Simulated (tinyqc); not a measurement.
Which input was changed? Model: Stillinger-Weber potential for a tetrahedral semiconductor. Computed by tinyqc, a small Python program. Command: `OMP_NUM_THREADS=1 python tinyqc.py 3012325 3012326 out.jsonl swsi which`. One thread of a shared host (Intel(R) Xeon(R) Processor @ 2.30GHz), about 0.3 s of CPU time with the checks.

With x = r/sigma: pair term eps A (B x^-4 - 1) exp(1/(x - a)); for each pair of neighbours j, k of atom i, three-body term eps lambda exp(gamma/(x_ij - a) + gamma/(x_ik - a)) (cos theta_jik + 1/3)^2; both vanish beyond x = a. A = 7.049556277, B = 0.6022245584, a = 1.8.

Inputs (values chosen for the exercise, modelled on silicon):
```
quantity,value,unit
energy scale eps,2.077,eV
length scale sigma,2.088,angstrom
three-body strength lambda,20.7,-
gamma,1.1,-
```

Constants: 1 eV/angstrom^3 = 160.2176634 GPa.

Method. All angles are tetrahedral, so only the pair term acts; its minimum lies at x = 2^(1/6) with depth eps, and second neighbours lie beyond the cut-off. a0 = 4 d/sqrt3; E = -2 eps per atom. Second derivatives of the energy per atom, volume a0^3/8: e_xx gives C11, e_xx = -e_yy gives 2 (C11 - C12), e_xy = e_yx = h/2 gives the unrelaxed C44(0). Under that shear the second sublattice shifts by u_z; minimising over u_z gives C44 = C44(0) - E_hu^2/(E_uu V) and Kleinman's zeta = |E_hu/E_uu|/(a0/4). The optical force constant is k = 4 E_uu, with M omega^2 = k at the zone centre.

Problem. One of these inputs alone was changed, within the range given: energy scale eps (1.038 to 4.154); length scale sigma (1.044 to 4.176); three-body strength lambda (10.35 to 41.4); gamma (0.8 to 1.7). Which one, and to what value?

Results:
```
run,C12 (GPa),optical force constant k (eV/angstrom^2),internal strain zeta
before,66.11042,38.06927,0.5451383
after,52.20081,30.05951,0.5451383
```

Solution.

Each candidate set to reproduce C12, and what it then gives:
```
candidate,range searched,value needed,optical force constant k (eV/angstrom^2),internal strain zeta
energy scale eps (eV),1.038 to 4.154,1.640,30.060,0.54514
length scale sigma (angstrom),1.044 to 4.176,2.259,32.522,0.54514
three-body strength lambda,10.35 to 41.4,29.69,43.082,0.42354
gamma,0.8 to 1.7,0.9778,43.082,0.42354
```

Only energy scale eps fits every result: it went from 2.077 to 1.64 eV. The next best candidate, length scale sigma, misses one result by 8.2 %.

Caution: the original fit to silicon is too soft in shear (C44) and too stiff for the optical mode.
